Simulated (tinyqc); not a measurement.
Kinetics of strain relaxation and threading dislocations in mismatched semiconductor layers. Inputs raised by 5 %, one at a time. Computed by tinyqc, a small Python program. Command: `OMP_NUM_THREADS=1 python tinyqc.py 3014237 3014238 out.jsonl threading sens`. One thread of a shared host (Intel(R) Xeon(R) Processor @ 2.30GHz), about 0.01 s of CPU time with the checks.

60-degree dislocations on {111} planes of a (001) layer, isotropic elasticity. The Schmid factor is 1/sqrt(6), and a misfit segment relieves strain with b/2.

Inputs (values chosen for the exercise, modelled on In(0.2)Ga(0.8)As on GaAs):

| quantity | value | unit |
|---|---|---|
| misfit f | 0.0154 | - |
| shear modulus G | 42.6 | GPa |
| Poisson ratio nu | 0.32 | - |
| Burgers vector b | 4.05 | angstrom |
| glide activation energy Q | 1.34 | eV |
| velocity prefactor v0 | 9700 | m/s per MPa |
| layer thickness h | 33 | nm |
| anneal temperature T | 702 | K |
| anneal time t | 620 | s |
| initial thread density rho_0 | 26000 | 1/cm^2 |
| multiplication constant delta | 53000 | 1/m |
| grading rate (misfit per thickness) R_f | 0.0081 | 1/micrometre |
| growth temperature of the buffer T_g | 926 | K |
| growth rate R_g | 8.3 | nm/s |

Sources: fixed density of threads.

Constants: k_B = 8.617333262e-05 eV/K.

Method:
- Excess resolved stress tau = (1/sqrt 6) [2 G (1 + nu)/(1 - nu)] (e - e_eq), e_eq = b (1 - nu/4) [ln(h/b) + 1]/(4 pi (1 + nu) h), the Matthews-Blakeslee strain of an uncapped layer; glide velocity v = v0 tau exp(-Q/(k_B T)), tau in MPa.
- Threads run in two directions, so de/dt = -(b/4) rho v, with rho fixed. With x = e - e_eq, x0 = f - e_eq (fully strained at t = 0) and v = m S x (m the mobility, S x = tau): x = x0 exp(-t/t_r), t_r = 4/(b rho_0 m S).
- The half time is that at which x = x0/2.
- In steady grading, strain is fed at R_f R_g and relieved at (b/4) rho v. As a glide-limited estimate, the driving stress is taken as the mean stress of the strained top zone, whose depth z solves R_f z/2 = e_eq(z), with strain R_f z at the surface; tau_g = S R_f z/2 is its mean; then rho = 4 R_f R_g/(b m tau_g), m = v0 exp(-Q/(k_B T_g)), S = (1/sqrt 6) 2 G (1 + nu)/(1 - nu), e_eq(z) = b (1 - nu/4) [ln(z/b) + 1]/(4 pi (1 + nu) z).

Runs:

| input moved | from | to | excess stress tau (MPa) | half time (s) | strain left e | depth z of the strained zone (nm) |
|---|---|---|---|---|---|---|
| base run | - | - | 791.60 | 167.63 | 0.0045789 | 199.85 |
| shear modulus G (GPa) | 42.6 | 44.73 | 831.18 | 159.65 | 0.0044703 | 199.85 |
| glide activation energy Q (eV) | 1.34 | 1.407 | 791.60 | 507.40 | 0.0087022 | 199.85 |
| layer thickness h (nm) | 33 | 34.65 | 801.29 | 167.63 | 0.0044465 | 199.85 |
| anneal temperature T (K) | 702 | 737.1 | 791.60 | 58.38 | 0.0036834 | 199.85 |
| anneal time t (s) | 620 | 651 | 791.60 | 167.63 | 0.0044703 | 199.85 |
| grading rate (misfit per thickness) R_f (1/micrometre) | 0.0081 | 0.008505 | 791.60 | 167.63 | 0.0045789 | 194.68 |
| growth rate R_g (nm/s) | 8.3 | 8.715 | 791.60 | 167.63 | 0.0045789 | 199.85 |

Exponents ln(y'/y) / ln(x'/x):

| input | excess stress tau | half time | strain left e | depth z of the strained zone |
|---|---|---|---|---|
| shear modulus G | 1.000 | -1.000 | -0.492 | 0.000 |
| glide activation energy Q | 0.000 | 22.700 | 13.161 | 0.000 |
| layer thickness h | 0.249 | 0.000 | -0.601 | 0.000 |
| anneal temperature T | 0.000 | -21.619 | -4.460 | 0.000 |
| anneal time t | 0.000 | 0.000 | -0.492 | 0.000 |
| grading rate (misfit per thickness) R_f | 0.000 | 0.000 | 0.000 | -0.537 |
| growth rate R_g | 0.000 | 0.000 | 0.000 | 0.000 |

Among the inputs moved here: excess stress tau answers most in size to shear modulus G (exponent +1.000), next to layer thickness h (+0.249); its exponent is below 0.0005 for glide activation energy Q, anneal temperature T, anneal time t, grading rate (misfit per thickness) R_f, growth rate R_g. Half time answers most in size to glide activation energy Q (exponent +22.700), next to anneal temperature T (-21.619); its exponent is below 0.0005 for layer thickness h, anneal time t, grading rate (misfit per thickness) R_f, growth rate R_g. Strain left e answers most in size to glide activation energy Q (exponent +13.161), next to anneal temperature T (-4.460); its exponent is below 0.0005 for grading rate (misfit per thickness) R_f, growth rate R_g. Depth z of the strained zone answers most in size to grading rate (misfit per thickness) R_f (exponent -0.537); its exponent is below 0.0005 for shear modulus G, glide activation energy Q, layer thickness h, anneal temperature T, anneal time t, growth rate R_g. Its exponent -0.537 in grading rate (misfit per thickness) R_f: R_f z against 1/z, but for the logarithm.

Caution (all rows): blocking of threads by crossing misfit lines, left out here, leaves real layers with more strain.

Extremes, crossings and ranges named in words are read from the listed rows.
